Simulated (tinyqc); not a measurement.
# AlGaN/GaN HEMT with access regions, lumped model, step by step

Program tinyqc, `OMP_NUM_THREADS=1 python tinyqc.py 2570055 2570056 out.jsonl`; Intel Xeon 2.30GHz, shared host, one thread, about 0.02 s. Printed values are rounded.

A polarisation-induced electron sheet under a Schottky gate, in series with two ungated access regions and contacts. Drift law v = mu E/(1 + mu E/vs) under the gate. Currents in mA/mm, resistances in ohm mm. No self-heating, no channel-length modulation; fits for polarisation, barrier and offset are chosen for the exercise.

Values chosen for this exercise; values close to those of AlGaN/GaN structures:
- x = 0.29 (aluminium share of the barrier)
- d = 30 nm (barrier thickness)
- eps_r = 9.5 (relative permittivity of barrier and channel)
- mu = 1200 cm^2/(V s) (channel mobility)
- vs = 1e7 cm/s (saturation velocity)
- Lg = 0.15 um (gate length)
- Ls = 1.5 um (source access length)
- Ld = 8 um (drain access length)
- Rc = 0.33 ohm mm (resistance of each contact)
- ft = 0.31 (share of the drain-access electrons removed by traps)
- Vg = 0 V (gate voltage)
- Ec = 3 MV/cm (critical field)
- te = 0.32 um (depth over which the depleted charge spreads)
- tf = 100 nm (insulator under the field plate)
- ei = 7.5 (relative permittivity of that insulator)

Constants: q = 1.602176634e-19 C, eps0 = 8.8541878128e-14 F/cm where lengths are in cm. Results are converted to the units shown.

## Polarisation charge, threshold and sheet resistance

sigma = (5e13 x + 1.6e13 x^2) cm^-2, phiB = 0.84 + 1.3 x, dEc = 0.7 (1.71 x + x^2) in volts, Cb = eps0 eps_r/d, VT = phiB - dEc - q sigma/Cb, access density n0 = -Cb VT/q. Rsh = 1/(q mu n0); largest access current q n0 vs.

sigma = 1.58456e13 cm^-2
Cb = 0.280383 uF/cm^2
VT = -8.24357 V
n0 = 1.44263e13 cm^-2
Rsh = 360.539 ohm
q n0 vs = 2311.35 mA/mm

## On-resistance and breakdown

sigma = (5e13 x + 1.6e13 x^2) cm^-2, phiB = 0.84 + 1.3 x, dEc = 0.7 (1.71 x + x^2) in volts, Cb = eps0 eps_r/d, VT = phiB - dEc - q sigma/Cb, access density n0 = -Cb VT/q. Ron = 2 Rc + Ls/(q mu n0) + Ld/(q mu (1 - ft) n0) + Lg/(mu Cb (Vg - VT)). Off state: a depleted stretch that holds the voltage V has the peak field sqrt(k V), k = 2 q n0/(eps0 eps_r te), so one edge holds V1 = Ec^2/k. The sheet under the plate pinches off at Vf = q n0 (1/Cb + tf/(eps0 ei)); beyond it the gate edge is screened. BV = V1 if Vf >= V1, else Vf + V1, and at most Ec Ld. Specific resistance Ron (Ls + Lg + Ld); figure of merit BV^2 over it.

Ron = 5.43505 ohm mm
Vf = 43.0498 V
V1 = 52.4045 V
BV = 95.4542 V
specific resistance = 0.524482 mohm cm^2
figure of merit = 17.3724 MW/cm^2

The plate raises BV by a factor of 1.82.
